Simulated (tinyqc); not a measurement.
Inside a calculation: inversion layer as a triangular well, valleys of the Ge type. Values are carried at full precision from step to step, so a last printed digit may differ when a step is redone from the rounded ones.

Four ellipsoidal valleys (eight halves) with their long axes along <111>, mass ml along the axis and mt across it. For a valley whose axis makes the angle theta with the surface normal, 1/m_z = cos^2(theta)/ml + sin^2(theta)/mt sets the confinement; in the plane the masses are m_1 = mt and m_2 = ml mt/m_z, and m_d = sqrt(m_1 m_2). The Gamma and Delta valleys are left out; the heavy Delta valleys, about 0.18 eV up, can lie lowest under strong confinement.

Constants: e^2/(4 pi eps0) = 14.39964547 eV angstrom; hbar^2/2m0 = 3.80998211 eV angstrom^2; kB = 8.617333262e-05 eV/K.

Values chosen for the exercise (near those of Ge; not measured data): ml = 1.567 m0 (longitudinal mass); mt = 0.081 m0 (transverse mass); face = 111 (surface); eps = 16.2 (dielectric constant); Ns = 6 x 1e12/cm^2 (electron sheet density); Nd = 0.16 x 1e12/cm^2 (depletion charge); eta = 0.5 (share of Ns in the effective field); T = 77 K (temperature); tox = 23 angstrom (SiO2-equivalent oxide thickness).

## Valley masses on the (111) face

Group the valleys by their angle to the normal, heaviest m_z first.

Valleys (masses in m0):
```
valleys g  cos^2(theta)     m_z     m_1     m_2     m_d
1                1.0000  1.5670  0.0810  0.0810  0.0810
3                0.1111  0.0905  0.0810  1.4019  0.3370
```

The single valley with the heaviest m_z will give the lowest ladder of subbands.

## Effective field

The field is taken as constant, e F = 4 pi (e^2/4 pi eps0)(Nd + eta Ns)/eps, with 1e12/cm^2 = 1e-4/angstrom^2, and the oxide as a hard wall at z = 0; c = hbar^2/2m0.

Find e F, and F in MV/cm (1 MV/cm = 0.01 V/angstrom).

e F = 0.00352967 eV/angstrom
F = 0.3530 MV/cm

## Subband ladders

Level j of a valley lies at E_j = a_j (c (e F)^2/m_z)^(1/3) above the band edge at the surface, with the Airy zeros a_j = 2.338107, 4.087949, 5.520560, 6.786708, 7.944134, 9.022651, 10.040174, 11.008524, 11.936016, 12.828777, and has <z> = 2 E_j/(3 e F).

The ten lowest levels of all groups of valleys together, j = 0, 1, ..., c = hbar^2/2m0; primes mark the groups with lighter m_z.

Subbands:
```
label  valleys g  m_d (m0)  E (eV)  <z> (angstrom)
0              1    0.0810  0.0729           13.77
1              1    0.0810  0.1274           24.07
2              1    0.0810  0.1721           32.50
0'             3    0.3370  0.1885           35.61
3              1    0.0810  0.2116           39.96
4              1    0.0810  0.2476           46.77
5              1    0.0810  0.2813           53.12
6              1    0.0810  0.3130           59.11
1'             3    0.3370  0.3296           62.26
7              1    0.0810  0.3432           64.82
```

The second subband is 1, 54.5 meV above the first.

## Fermi level and populations

Subband i holds n_i = g m_d/(2 pi c) kB T ln(1 + exp((EF - E_i)/kB T)) (spin included), and EF is fixed by sum n_i = Ns over the levels listed or, where none are listed, over j = 0 to 9 of each group; 1e12/cm^2 = 1e-4/angstrom^2.

Solve for EF; c = hbar^2/2m0. The mean distance is sum n_i <z>_i/Ns.

EF = 0.1776 eV

Populations:
```
label  (EF - E)/kB T  n (1e12/cm^2)  share (%)
0              15.78          3.542       59.0
1               7.56          1.697       28.3
2               0.83          0.267        4.5
0'             -1.65          0.492        8.2
3              -5.12          0.001        0.0
4             -10.56          0.000        0.0
5             -15.63          0.000        0.0
6             -20.41          0.000        0.0
1'            -22.91          0.000        0.0
7             -24.96          0.000        0.0
```

mean distance from the surface = 19.31 angstrom

The lowest subband holds 59.0 % of the electrons and is degenerate (EF more than 2 kB T above its edge).

## Effect on the gate capacitance

The charge sits at the mean distance <z> from the surface, which adds (3.9/eps) <z> to the oxide thickness; C/Cox = tox/(tox + 3.9 <z>/eps). The density-of-states term is left out.

added thickness = 4.65 angstrom
C/Cox = 0.832

## Checks

- Lowest level by finite differences against the Airy formula, eV: both 0.0729.

tinyqc: `OMP_NUM_THREADS=1 python tinyqc.py 1251764 1251765 out.jsonl`; about 0.04 s, one thread, shared Intel(R) Xeon(R) Processor @ 2.30GHz.
